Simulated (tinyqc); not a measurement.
From results back to parameters: electrons shared among three sets of ellipsoidal valleys. Two cases, with inputs chosen for the exercise.

Problem. An ellipsoidal valley with ml > mt has m_d = (ml mt^2)^(1/3) and 1/m_c = (1/ml + 2/mt)/3.
Find: K = ml/mt; ml; mt.

Method. m_d/m_c = K^(1/3) (2 + 1/K)/3 rises steadily for K > 1, so it fixes K; then mt = m_d/K^(1/3) and ml = K mt.

Case 1.

m_d = 0.309843 m0
m_c = 0.217872 m0

Solution.

K = ml/mt = 8.11
ml = 1.251 m0
mt = 0.1542 m0

Case 2.

m_d = 0.312421 m0
m_c = 0.251401 m0

Solution.

K = ml/mt = 4.82
ml = 0.891 m0
mt = 0.1850 m0

Computed by tinyqc, one run a case: `OMP_NUM_THREADS=1 python tinyqc.py N N+1 out.jsonl` with N = 1651358, 1651456; one thread of a shared Intel(R) Xeon(R) Processor @ 2.30GHz, about 0.01 s a run at most.
